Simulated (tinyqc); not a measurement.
The same inclusion in several hosts: polytypes by hexagonality, and a cubic inclusion as a quantum well.

Gap: E3 + (Es - E3) h/hs for h up to hs, then linear from Es to E2 at h = 1. Valence top Ev2 h and polarisation P2 h, both counted from 3C; Ec = Ev + gap.

Constants: hbar^2/2m0 = 3.80998211 eV angstrom^2.

Values chosen for the exercise (of the order of those of SiC; shifted at random, so the results belong to these values and not to a real crystal): E3 = 2.373 eV (gap of the cubic polytype); E2 = 3.341 eV (gap of 2H); Ev2 = 0.109 eV (valence top of 2H above that of 3C); P2 = -0.0394 C/m^2 (spontaneous polarisation of 2H); Es = 3.239 eV (gap at the hexagonality hs); hs = 0.5 (hexagonality up to which the first line holds); m = (0.293, 0.326) m0 (electron mass along c in the cubic layer and in the host); d = 2.522 angstrom (thickness of a double layer); eps = 9.9 (dielectric constant); N = 6 (double layers in the cubic inclusion).

h from the stacking: 8H 1/4, 6H 1/3, 15R 2/5, 4H 1/2, 9R 2/3, 2H 1. V = Ec(host) - Ec(3C); square-well level from k tan(k L/2) = (m_w/m_b) q, k = sqrt(m_w E/c), q = sqrt(m_b (V - E)/c), L = N d; |F| = |P|/(eps eps0), eps0 = 8.8541878e-12 F/m.

Results:

| host | h | gap (eV) | V (eV) | depth (eV) | \|F\| (MV/cm) |
|---|---|---|---|---|---|
| 8H | 0.250 | 2.806 | 0.460 | 0.285 | 1.12 |
| 6H | 0.333 | 2.950 | 0.614 | 0.414 | 1.50 |
| 15R | 0.400 | 3.066 | 0.736 | 0.521 | 1.80 |
| 4H | 0.500 | 3.239 | 0.920 | 0.685 | 2.25 |
| 9R | 0.667 | 3.273 | 0.973 | 0.733 | 3.00 |
| 2H | 1.000 | 3.341 | 1.077 | 0.828 | 4.49 |

From 8H to 4H the well deepens by a factor of 2.00 and the bound level by 2.41, between the limits of a wide well (as V) and a thin one (as V^2); in 4H the level keeps 74 % of V; from 4H to 2H the gap gains only 102 meV while the field doubles. The depths leave the field out, although its drop |F| L reaches 680 meV in 2H.

Run: tinyqc, `OMP_NUM_THREADS=1 python tinyqc.py 1850494 1850495 out.jsonl`; Intel(R) Xeon(R) Processor @ 2.30GHz, one thread, shared host; about 0.05 s of CPU time with all checks.
